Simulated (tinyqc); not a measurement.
# Which input was changed?

Model: thermal stress, cracking, delamination and buckling of a thin film; Griffith cracks and misfitting inclusions. Computed by tinyqc, a small Python program. Command: `OMP_NUM_THREADS=1 python tinyqc.py 3007337 3007338 out.jsonl filmcrack which`. One thread of a shared host (Intel(R) Xeon(R) Processor @ 2.30GHz), about 0.04 s of CPU time with the checks.

Isotropic linear elasticity; the substrate is much thicker than the film; stress is positive in tension.

Inputs (values chosen for the exercise, modelled on a silicon nitride film on silicon): film Young's modulus E = 248 GPa; film Poisson ratio nu = 0.25; film expansion alpha_f = 3.12 1e-6/K; substrate expansion alpha_s = 3.6 1e-6/K; deposition temperature T_d = 750 K; final temperature T = 300 K; intrinsic stress = 180 MPa; film thickness h = 0.07 micrometre; film toughness Gamma_f = 17 J/m^2; interface toughness Gamma_i = 7.7 J/m^2; substrate Young's modulus E_s = 137 GPa; substrate Poisson ratio nu_s = 0.26; inclusion radius R = 0.21 micrometre.

Inclusion: sphere.

Method:
- Thermal strain = (alpha_f - alpha_s)(T_d - T); stress = E/(1 - nu) x strain + intrinsic stress; plane-strain modulus Ebar = E/(1 - nu^2); G0 = stress^2 h/(2 Ebar) is the energy freed per area when a long strip loses its stress across its width.
- Dundurs alpha = (Ebar - Ebar_s)/(Ebar + Ebar_s), with Ebar_s = E_s/(1 - nu_s^2). The channel-crack factor is taken as g = 1.258 (1 - alpha)^(-0.7), a rough interpolation chosen for the exercise (1.258 is the value for matched materials).
- Channel crack through the film: G = pi g G0, critical thickness where G = Gamma_f. Steady delamination from an edge: G = G0, critical thickness where G = Gamma_i.
- Film material fills a sphere of radius R in the substrate, with the misfit e = thermal strain (it wants to shrink if e > 0). Radial stress at the wall s0 = e/[(1 - 2 nu)/E + (1 + nu_s)/(2 E_s)]; inside it is uniform and hydrostatic; outside s_rr = s0 (R/r)^3, s_tt = -s_rr/2. Keep-out radius: where |s_rr| falls to 10 MPa (R if it is lower at the wall).

Task: One of these inputs alone was changed, within the range given: film Young's modulus E (124 to 496); film thickness h (0.035 to 0.14); substrate Young's modulus E_s (68.5 to 274); inclusion radius R (0.105 to 0.42). Which one, and to what value?

Results:
```
run     radial stress at the wall s0 (MPa)  critical thickness for channelling (micrometre)   G0 (J/m^2)
before                           -32.65469                                         152.5215  0.001559751
after                            -39.29565                                         171.7887  0.001559751
```

Result:

Each candidate set to reproduce radial stress at the wall s0, and what it then gives:
```
candidate                            range searched  value needed  critical thickness for channelling (micrometre)  G0 (J/m^2)
film Young's modulus E (GPa)             124 to 496  out of reach                                                -           -
film thickness h (micrometre)         0.035 to 0.14     no effect                                                -           -
substrate Young's modulus E_s (GPa)     68.5 to 274         181.0                                           171.79   0.0015598
inclusion radius R (micrometre)       0.105 to 0.42     no effect                                                -           -
```

Only substrate Young's modulus E_s fits every result: it went from 137 to 181 GPa. No other candidate reaches the first result within its range.

Caution: a critical thickness above 100 micrometres is no longer thin against a usual wafer, so it is only formal.
